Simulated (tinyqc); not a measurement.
# n-type polysilicon, carrier trapping at grain boundaries: two studies

One-dimensional grains of size Lg, uniform ionised doping N, monovalent traps Qt at each boundary at a depth Et below (for electrons) or above (for holes) the band edge there, abrupt depletion of width W on each side of a boundary, Boltzmann statistics. xi is the distance from the band edge at the grain centre to the Fermi level. Trapped charge Qt/(1 + exp((xi + VB - Et)/Vt)) = 2 N W, barrier VB = q N W^2/(2 eps0 eps_r).

Values chosen for this exercise; values of the order met in polycrystalline silicon: temperature T = 400 K; relative permittivity eps_r = 11.7; conduction-band density of states at T NB = 4.31e19 cm^-3; grain size Lg = 29 nm; trap density of a grain boundary Qt = 2e12 cm^-2; depth of the trap level from the majority band edge at the boundary Et = 0.46 eV; mass for thermionic emission ms = 0.58 m0; correction factor of the emission rate fe = 0.25; mobility inside the grains mug = 160 cm^2/(V s); doping N = 2.8e18 cm^-3.

Constants: q = 1.602176634e-19 C, kB = 1.380649e-23 J/K, m0 = 9.1093837015e-31 kg, Vt = kB T/q, eps0 = 8.8541878128e-14 F/cm where lengths are in cm. Results are converted to the units shown.

Each table varies one quantity; the others keep the values above.

## Effect of the doping

If the trap equation with xi = Vt ln(NB/N) has a root W < Lg/2, the grain is partly depleted; otherwise W = Lg/2 and the trap equation gives xi = Et - VB + Vt ln(Qt/(N Lg) - 1). N* = Qt/Lg. n0 = NB exp(-xi/Vt); mean density n0 (1 - 2 W/Lg) by charge balance in a partly depleted grain, and n0 (sqrt(pi)/2) erf(u)/u with u = sqrt(VB/Vt) in a fully depleted one; v = sqrt(kB T/(2 pi ms m0)); barrier resistivity Vt exp(VB/Vt)/(q fe n0 v Lg); grain resistivity (1 - 2 W/Lg)/(q n0 mug); effective mobility 1/(q mean density total resistivity). Rows with xi above 0.45 V, towards mid-gap, are left out, since the other carrier type is ignored.

Result of one run:
```
N (cm^-3)	N/N*	depleted share 2 W/Lg	VB (V)	xi (V)	mean density (cm^-3)	resistivity (ohm cm)	effective mobility (cm^2/(V s))
4.8e17	0.69600	1.0000	0.078041	0.35341	8.6520e14	460.67	15.660
```

What becomes of these results when the doping N is changed from 4.8e17 to 1.3e19 cm^-3, all else the same?

Result of the changed run:
```
N (cm^-3)	N/N*	depleted share 2 W/Lg	VB (V)	xi (V)	mean density (cm^-3)	resistivity (ohm cm)	effective mobility (cm^2/(V s))
1.3e19	18.850	0.053050	0.0059484	0.041314	1.2310e19	0.0094922	53.414
```

The whole series:
```
N (cm^-3)	N/N*	depleted share 2 W/Lg	VB (V)	xi (V)	mean density (cm^-3)	resistivity (ohm cm)	effective mobility (cm^2/(V s))
2.5e17	0.36250	1.0000	0.040646	0.43881	9.1124e13	1854.8	36.928
4.8e17	0.69600	1.0000	0.078041	0.35341	8.6520e14	460.67	15.660
9.3e17	1.3485	0.74095	0.083013	0.13223	2.4091e17	0.88042	29.426
1.8e18	2.6100	0.38309	0.042949	0.10947	1.1104e18	0.15389	36.525
3.5e18	5.0750	0.19704	0.022093	0.086544	2.8104e18	0.048409	45.878
6.7e18	9.7150	0.10293	0.011541	0.064162	6.0104e18	0.020401	50.903
1.3e19	18.850	0.053050	0.0059484	0.041314	1.2310e19	0.0094922	53.414
```

As N goes from 2.5e17 to 1.3e19, VB goes from 0.0406 through a maximum of 0.0830 (at N = 9.3e17 among the rows listed) to 0.00595 V, the resistivity falls from 1850 to 0.00949 ohm cm and the effective mobility goes from 36.9 through a minimum of 15.7 (at N = 4.8e17 among the rows listed) to 53.4 cm^2/(V s). The steepest fall of the resistivity among the rows, as N^(-9.5), lies between N = 4.8e17 and 9.3e17 cm^-3; N* = 6.90e17 cm^-3. While the grain is fully depleted VB grows as N; once the traps are full it falls as 1/N. For N = 6.7e18, 1.3e19 xi is under 2.5 Vt, where Boltzmann statistics begin to fail. For N = 3.5e18, 6.7e18, 1.3e19 VB is below Vt, where abrupt depletion and thermionic emission are rough. For N = 9.3e17 the grain is near the changeover between partial and full depletion, within a few Debye lengths, where both limits are rough.

## Effect of the trap density of a grain boundary

Same model as above.

N* = Qt/Lg.

The same in every row: xi (V) = 0.09424.

Effect of the trap density of a grain boundary:
```
Qt (cm^-2)	N/N*	depleted share 2 W/Lg	VB (V)	mean density (cm^-3)	resistivity (ohm cm)	effective mobility (cm^2/(V s))
2e11	40.60	0.02463	2.762e-4	2.731e18	0.03978	57.45
3.4e11	23.88	0.04187	7.981e-4	2.683e18	0.03994	58.25
5.7e11	14.25	0.07020	0.002243	2.603e18	0.04068	58.93
9.7e11	8.371	0.1195	0.006496	2.466e18	0.04364	58.01
1.6e12	5.075	0.1970	0.01767	2.248e18	0.05458	50.87
2.8e12	2.900	0.3448	0.05412	1.835e18	0.1340	25.38
4.7e12	1.728	0.5777	0.1519	1.183e18	2.137	2.470
8e12	1.015	0.8244	0.3094	4.916e17	205.7	0.06172
```

What does the table show?

As Qt goes from 2e11 to 8e12, VB rises from 2.76e-4 to 0.309 V, the resistivity rises from 0.0398 to 206 ohm cm and the effective mobility goes from 57.4 through a maximum of 58.9 (at Qt = 5.7e11 among the rows listed) to 0.0617 cm^2/(V s). For Qt = 2e11, 3.4e11, 5.7e11, 9.7e11, 1.6e12 VB is below Vt, where abrupt depletion and thermionic emission are rough. For Qt = 8e12 the grain is near the changeover between partial and full depletion, within a few Debye lengths, where both limits are rough.

Program tinyqc, `OMP_NUM_THREADS=1 python tinyqc.py 2830060 2830061 out.jsonl`; Intel Xeon 2.30GHz, shared host, one thread, about 0.01 s.
